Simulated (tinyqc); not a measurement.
Quasiparticle equation with a plasmon-pole self-energy for two band edges: sweeps and comparisons. A value that a table varies takes the place of the one given here.

For each edge E = e + X + Sc(E), with the correlation part Sc(E) = A[0]/(E - a + w) + A[1]/(E - b - w); a and b are the valence and conduction energies that enter the Green function (a = ev, b = ec in the one-shot scheme). Z = 1/(1 - dSc/dE), dSc/dE = -A[0]/(E - a + w)^2 - A[1]/(E - b - w)^2.

Values chosen for the exercise (scales of the order of those of Si; the results hold for these values, not for the real material):
- ev = 0 eV (mean-field valence top)
- ec = 0.62 eV (mean-field conduction edge)
- w = 15 eV (pole energy)
- Av = (27, 14.3) eV^2 (weights of the valence state on the hole and electron poles)
- Ac = (11.9, 27.8) eV^2 (the same for the conduction state)
- Xv = -1.1 eV (exchange minus the mean-field potential, valence)
- Xc = 1.44 eV (the same, conduction)

## Schemes compared

Z = 1; linearised; exact one-shot; energies updated in G (a, b); updated in G and W, where w grows by half of the opening of the gap (a rule chosen for the exercise).

Results (eV):
```
scheme               Ev     Ec    gap  opening
mean field        0.000  0.620  0.620    0.000
Z = 1            -0.215  0.969  1.184    0.564
linearised       -0.183  0.917  1.100    0.480
one-shot, exact  -0.183  0.917  1.100    0.480
update G         -0.186  0.944  1.131    0.511
update G and W   -0.202  0.964  1.166    0.546
```

The openings run from 0.480 (one-shot, exact) to 0.564 eV (Z = 1). Linearising moves the gap by 1 meV, updating G +31 meV and updating W a further +35 meV: once Z is kept, the level of self-consistency matters more than linearising.

## The starting point

The mean-field gap is opened by d (ev lowered by d/2, ec raised by d/2) and X is changed by the opposite amounts, so that e + X stays; one-shot and G-updated gaps.

Gaps (eV):
```
d    start  one-shot  update G
0.0  0.620    1.0996    1.1309
0.2  0.820    1.1120    1.1309
0.4  1.020    1.1244    1.1309
0.6  1.220    1.1366    1.1309
0.9  1.520    1.1546    1.1309
1.2  1.820    1.1724    1.1309
1.6  2.220    1.1957    1.1309
```

The one-shot gap moves by a fraction 0.06 of any change of the starting gap, while the updated gap, 1.1309 eV, does not depend on it. The two agree where the start already equals the result, near d = 0.51 eV. A real change of starting point alters the orbitals and the screening too; this model holds both fixed.

## What each parameter does

Exact one-shot edges and Z of the valence state there. Each row changes one parameter from the base and keeps the others.

Results:
```
case                     Ev (eV)  Ec (eV)  gap (eV)       Z
base                     -0.1827   0.9169    1.0996  0.8473
w = 15.75 eV             -0.2229   0.9670    1.1899  0.8592
Xv = -1.2 eV             -0.2674   0.9169    1.1843  0.8467
Xc = 1.54 eV             -0.1827   1.0019    1.1846  0.8473
ec = 0.72 eV             -0.1779   1.0129    1.1908  0.8478
Av = (28.35, 14.3) eV^2  -0.1059   0.9169    1.0228  0.8434
Ac = (11.9, 29.19) eV^2  -0.1827   0.8369    1.0196  0.8473
```

The largest shifts from the base row, up to three for each result and ties (the steps differ in size, so this ranks the rows, not the parameters). Ev (eV): Xv -0.0847, Av +0.0768, w -0.0402; unchanged at the printed digits by Xc and Ac. Ec (eV): ec +0.0960, Xc +0.0850, Ac -0.0800; unchanged at the printed digits by Xv and Av. gap (eV): ec +0.0912, w +0.0903, Xc +0.0850. Z: w +0.0119, Av -0.0038, Xv -0.0006; unchanged at the printed digits by Xc and Ac.

(tinyqc, `OMP_NUM_THREADS=1 python tinyqc.py 1850324 1850325 out.jsonl`, Intel(R) Xeon(R) Processor @ 2.30GHz, 1 thread, shared host, about 0.03 s.)
